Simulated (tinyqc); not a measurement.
Worked calculation: plane-wave Kohn-Sham cycle with exchange-only LDA in a layered model solid. One step of it, computed by the program tinyqc.

Question. Iteration 1: Hamiltonian at one k. H(m,m') = (k + G_m)^2/2 delta + V(G_m - G_m'), with V(-G) = V(G).

A solid whose potential varies along x alone (atomic units):
```
parameter                      value
period a                    5.400000
cross-section of the cell  15.000000
electrons per cell                 2
grid points                       16
plane waves -n..n, n               2
k points                           3
V1 in V1 cos(2 pi x/a)     -0.410000
```

V(G_m), m = 0, 1, 2, ... (hartree): [-0.286751, -0.205000, 0.000000, 0.000000, 0.000000]

k = 0.000000 2 pi / a

Give: H.

Answer.

H (hartree), order -2, -1, +0, +1, +2:
```
[[2.421, -0.205, 0.000, 0.000, 0.000],
 [-0.205, 0.390, -0.205, 0.000, 0.000],
 [0.000, -0.205, -0.287, -0.205, 0.000],
 [0.000, 0.000, -0.205, 0.390, -0.205],
 [0.000, 0.000, 0.000, -0.205, 2.421]]
```
